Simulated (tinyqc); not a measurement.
Worked calculation: electron-beam lithography: double-Gaussian proximity function, edge placement and dose correction for parallel lines. Computed by tinyqc, a small Python program that keeps every step. Command: `OMP_NUM_THREADS=1 python tinyqc.py 3114070 3114071 out.jsonl proximity walk`. One thread of a shared host (Intel(R) Xeon(R) Processor @ 2.30GHz), about 0.01 s of CPU time with the checks. Intermediate numbers are printed to about 6 digits and carried at full precision; extremes and crossings named in words are read from the listed rows.

Lines are infinitely long. Absorbed energy is counted so that the middle of a very large area written at dose 1 receives 1; the resist develops where it exceeds 1/2.

Inputs (values chosen for the exercise, of the order of those for 50 keV electrons in resist on silicon): forward range alpha = 0.0087 micrometre; backscatter range beta = 9.5 micrometre; backscatter ratio eta = 0.93; base dose D0 = 620 microcoulomb/cm^2; beam current = 30 nA; pixel size = 10 nm; width of the test line = 0.25 micrometre; pattern density around the test line = 0.7.

line widths (micrometre): [0.096, 0.034, 0.064, 2.3, 1.3]

gaps between the lines (micrometre): [0.095, 0.12, 4.7, 1.1]

Constants: e = 1.602176634e-19 C.

## Layout

The first line starts at x = 0; each next one starts after the width and the gap.

Lines (micrometre):
```
line  left edge  right edge  centre
1         0.000       0.096   0.048
2         0.191       0.225   0.208
3         0.345       0.409   0.377
4         5.109       7.409   6.259
5         8.509       9.809   9.159
```

## Interaction matrix

f(r) = [exp(-r^2/alpha^2)/alpha^2 + eta exp(-r^2/beta^2)/beta^2]/(pi (1 + eta)). A line from a to b at dose d gives E(x) = d [S(alpha) + eta S(beta)]/(1 + eta), S(s) = [erf((b - x)/s) - erf((a - x)/s)]/2. M_ij is the mean of E at the two edges of line i from line j at dose 1.

M, rows 1, 2, 3, 4, 5:
$$\begin{pmatrix}
0.261815 & 0.000973 & 0.001829 & 0.042895 & 0.014849 \\
0.002746 & 0.260040 & 0.001831 & 0.043828 & 0.015330 \\
0.002744 & 0.000973 & 0.260899 & 0.044809 & 0.015846 \\
0.001788 & 0.000647 & 0.001244 & 0.323623 & 0.033449 \\
0.001099 & 0.000402 & 0.000782 & 0.059500 & 0.296039
\end{pmatrix}$$

## Dose correction

Uncorrected edge energies are M 1. Solve M d = 1/2 for the doses d that put the mean edge energy of every line at the threshold.

edge energies at dose 1: 1 0.322360, 2 0.323776, 3 0.325271, 4 0.360751, 5 0.357822

corrected doses: 1 1.58706, 2 1.57948, 3 1.57147, 4 1.38245, 5 1.39892

largest over smallest dose = 1.14801

Line 1 needs the most and line 4 the least; a narrow isolated line much wider than alpha would need 1 + eta = 1.93.

## Printed widths

Edges are the roots of E(x) = 1/2 between a line centre and the middle of the next gap. Three cases: dose 1 everywhere; one common dose equal to the mean of d; the corrected doses.

Width error, printed less drawn (nm):
```
line  drawn width (nm)    dose 1  mean dose  corrected
1                   96  -12.3802   -0.60223   5.00e-06
2                   34  -12.2413   -0.51785   2.00e-06
3                   64  -12.0961   -0.42884   3.00e-06
4                 2300   -9.0398    1.68835   5.00e-06
5                 1300   -9.2709    1.51270   2.10e-05
```

With the common mean dose the errors span 2.3 nm. With corrected doses the largest error is below 0.01 nm.

## Dose to size and latitude

A test line of width w << beta in surroundings of density rho, all at dose d: near its edge E(x) = d [S + eta rho]/(1 + eta), S = [erf((b - x)/alpha) - erf((a - x)/alpha)]/2 for edges a and b, the second term being the background energy. Dose to size d_s = (1 + eta)/(erf(w/alpha) + 2 eta rho), dose = d_s D0; edge slope d [1 - exp(-w^2/alpha^2)]/(sqrt(pi) alpha (1 + eta)); width change per 1 % of dose = 2 x 0.01 x (1/2)/slope.

dose to size d_s = 0.838401

dose = 519.809 microcoulomb/cm^2

edge slope = 0.0281709 1/nm

width change per 1 % of dose = 0.354976 nm

background energy = 0.282798

The background supplies 57 % of the threshold.

## Shot noise and writing time

With dose = d_s D0: electrons per pixel N = dose x pixel area/e; relative noise 1/sqrt(N); time per cm^2 of pattern area = dose x density/current; pixel rate = current/(dose x pixel area).

electrons per pixel = 3244.39

shot noise = 1.75563 %

writing time per cm^2 = 3.36913 h

pixel rate = 57.7135 MHz

Checks made by the program: corrected edge energies (relative difference below 1e-10).
